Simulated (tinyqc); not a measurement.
Inside a calculation. Model: free and trapped electrons in a MOS channel with a dense trap tail.

tinyqc, about 0.02 s, one thread, Intel Xeon 2.30GHz (shared host): `OMP_NUM_THREADS=1 python tinyqc.py 2222019 2222020 out.jsonl` Printed values are rounded.

p-type body, charge-sheet picture, full ionisation (an idealisation for deep acceptors), Boltzmann statistics for free electrons. e = Ec - EF at the surface. Acceptor-like traps of density D(E) = D0 + De exp(-E/Ew) at depth E below Ec, from 0 to Eu, hold n_t = integral of D(E)/(1 + exp((e - E)/Vt)). psi = Eg - Vt ln(Nv/Na) - e; N_dep = sqrt(2 eps0 eps_r Na (psi - Vt)/q); n_f = sqrt(N_dep^2 + 2 eps0 eps_r Vt Nc exp(-e/Vt)/q) - N_dep; Vg = Vfb + psi + q (N_dep + n_t + n_f)/Cox, Cox = eps0 eox/tox.

Values chosen for this exercise; band and dielectric values close to those of 4H silicon carbide: temperature T = 300 K; band gap Eg = 3.28 eV; relative permittivity eps_r = 9.85; conduction-band density of states at T Nc = 1.71e19 cm^-3; valence-band density of states at T Nv = 2.47e19 cm^-3; relative permittivity of the insulator eox = 3.9; insulator thickness tox = 59 nm; acceptor density Na = 1.3e17 cm^-3; flat-band voltage without trapped charge Vfb = -2.16 V; constant background density of acceptor-like traps D0 = 1.5e10 cm^-2 eV^-1; density of the tail at the conduction edge De = 1.6e13 cm^-2 eV^-1; decay energy of the tail Ew = 0.1 eV; depth below Ec down to which the traps reach Eu = 0.91 eV; mobility of free electrons mf = 95 cm^2/(V s); Ec - EF at the surface e = 0.043 eV.

Constants: q = 1.602176634e-19 C, kB = 1.380649e-23 J/K, Vt = kB T/q, eps0 = 8.8541878128e-14 F/cm where lengths are in cm. Results are converted to the units shown.

Range of the model: EF lies less than 2 Vt below the band edge, or above it, where degeneracy and confinement, left out, matter.

## Trapped charge

Trapezoid rule on 14 equal steps from 0 to Eu, f = 1/(1 + exp((e - E)/Vt)).

```
point  E (eV)  D(E) f (cm^-2 eV^-1)
0           0            2.55147e12
1       0.065            5.86391e12
2        0.13            4.22938e12
3       0.195            2.28500e12
4        0.26            1.20311e12
5       0.325            6.35376e11
6        0.39            3.38870e11
7       0.455            1.84075e11
8        0.52            1.03265e11
9       0.585            6.10784e10
10       0.65            3.90550e10
11      0.715            2.75578e10
12       0.78            2.15558e10
13      0.845            1.84224e10
14       0.91            1.67867e10
```

n_t = 1.05916e12 cm^-2

With 1600 steps n_t = 1.079e12 cm^-2; the coarse value is 1.9 % below it.

## Charges and gate voltage

psi, N_dep, n_f and Vg as defined, with the n_t given; free share n_f/(n_f + n_t); apparent mobility mf n_f/(n_f + n_t); gate voltage spent on traps q n_t/Cox.

psi = 3.10135 V
N_dep = 2.08632e12 cm^-2
n_f = 2.08194e11 cm^-2
Vg = 10.1219 V
free share = 16.4275 %
apparent mobility = 15.6061 cm^2/(V s)
gate voltage spent on traps = 2.89942 V
